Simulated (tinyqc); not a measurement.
Stripping the layer step by step: sheet resistance and Hall data of a diffused or implanted layer. Computed by tinyqc, a small Python program. Command: `OMP_NUM_THREADS=1 python tinyqc.py 3016320 3016321 out.jsonl layer walk`. One thread of a shared host (Intel(R) Xeon(R) Processor @ 2.30GHz), about 0.02 s of CPU time with the checks.

Carriers are taken equal to the net active doping down to the junction (full ionisation, which deep dopants in wide-gap hosts do not reach; no spill-over, no depletion), and the Hall factor is 1.

Inputs (values chosen for the exercise, modelled on boron in silicon):
```
quantity                                 value        unit
mu_min                                    46.4  cm^2/(V s)
mu_max                                     477  cm^2/(V s)
N_ref                                  2.1e+17      1/cm^3
exponent alpha                            0.73           -
peak concentration N_0                 4.5e+20      1/cm^3
length scale l                              37          nm
background doping N_B (opposite type)  7.4e+15      1/cm^3
projected range R_p                         73          nm
solubility limit N_s                   2.3e+20      1/cm^3
```

Profile: buried Gaussian (implant). Activation: limited by solubility.

Constants: e = 1.602176634e-19 C.

Method:
- N(x) = N_0 exp(-(x - R_p)^2/(2 l^2)) for x > 0, dose N_0 l sqrt(pi/2) erfc(-R_p/(l sqrt 2)), junction x_j = R_p + l sqrt(2 ln(N_0/N_B)); the layer starts at x_0 = max(0, 2 R_p - x_j).
- Mobility mu = mu_min + (mu_max - mu_min)/(1 + (N_t/N_ref)^alpha), N_t = active doping + N_B; carriers n = active doping - N_B, active doping min(N, N_s).
- Integrals from x_0 (0 unless stated) to x_j by the midpoint rule on 400 even intervals: 1/R_s = e int n mu dx; sheet density n_s = int n dx; Hall sheet density (int n mu dx)^2/int n mu^2 dx; Hall mobility int n mu^2 dx/int n mu dx.
- After removing a depth d the integrals start at d. Differences between neighbouring rows give the local conductivity -d(1/R_s)/dx at the middle of the slice (the last slice uses one more step, not listed).

junction depth x_j = 246.668 nm

Differential sheet resistance:
```
removed d (nm)  R_s (ohm)  slice conductivity (S/cm)  sigma at mid-slice (S/cm)
0                    43.3                      985.3                      958.0
25                   48.4                     1776.9                     1805.1
50                   61.7                     1805.1                     1805.1
75                   85.5                     1805.1                     1805.1
100                 139.1                     1717.2                     1805.1
125                 345.6                      835.2                      807.4
150                1241.0                      246.6                      229.9
175                5284.1                       60.6                       55.8
```

R_s doubles after removing between 75.0 and 100 nm of a layer 247 nm deep, so half the current flows above that depth. Where sigma exceeds a tenth of its largest listed value, the slice values agree with it within 8 %.

Extremes, crossings and ranges named in words are read from the listed rows.
